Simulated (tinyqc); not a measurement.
Worked calculation: coherent transport through a tight-binding region between two chains. One step of it, computed by the program tinyqc.

Problem. Transmission at E = 0.14 eV. Surface Green function g = (E - i sqrt(4 t^2 - E^2)) / (2 t^2); self-energy tc^2 g on each contact site; G = (E - H - Sigma)^(-1); Gamma = -2 Im Sigma; T = Gamma_L Gamma_R |G_LR|^2; local density of states -Im G_ii / pi.

H of the central region (eV):
```
[[0.000000, -1.330000, 0.000000, 0.000000, 0.000000, -1.330000],
 [-1.330000, 0.000000, -1.330000, 0.000000, 0.000000, 0.000000],
 [0.000000, -1.330000, 0.000000, -1.330000, 0.000000, 0.000000],
 [0.000000, 0.000000, -1.330000, 0.000000, -1.330000, 0.000000],
 [0.000000, 0.000000, 0.000000, -1.330000, 0.000000, -1.330000],
 [-1.330000, 0.000000, 0.000000, 0.000000, -1.330000, 0.000000]]
```

Leads: semi-infinite chains with site energy 0:
```
parameter                           value
lead hopping t (eV)              1.430000
coupling to the left lead (eV)   0.630000
coupling to the right lead (eV)  0.590000
left contact site                       1
right contact site                      3
```

E = 0.140000 eV

Give: g; G; local density of states; transmission.

Solution.

g = 0.0342-0.6985i 1/eV

G (1/eV):
```
[[-0.0599-0.0011i, 0.3788+0.0044i, 0.0200+0.0006i, -0.3806-0.0082i, 0.0200+0.0002i, 0.3785+0.0081i],
 [0.3788+0.0044i, -0.0555-0.0747i, 0.3789+0.0034i, 0.0197+0.0051i, -0.3810-0.0040i, 0.0204-0.0047i],
 [0.0200+0.0006i, 0.3789+0.0034i, -0.0599-0.0010i, 0.3786+0.0076i, 0.0201+0.0002i, -0.3807-0.0076i],
 [-0.3806-0.0082i, 0.0197+0.0051i, 0.3786+0.0076i, -0.0547-0.0750i, 0.3791+0.0003i, 0.0148+0.0750i],
 [0.0200+0.0002i, -0.3810-0.0040i, 0.0201+0.0002i, 0.3791+0.0003i, -0.0600-0.0002i, 0.3791-0.0002i],
 [0.3785+0.0081i, 0.0204-0.0047i, -0.3807-0.0076i, 0.0148+0.0750i, 0.3791-0.0002i, -0.0547-0.0750i]]
```

local density of states (1/eV): [0.0003, 0.0238, 0.0003, 0.0239, 0.0001, 0.0239]

transmission = 1.08e-04
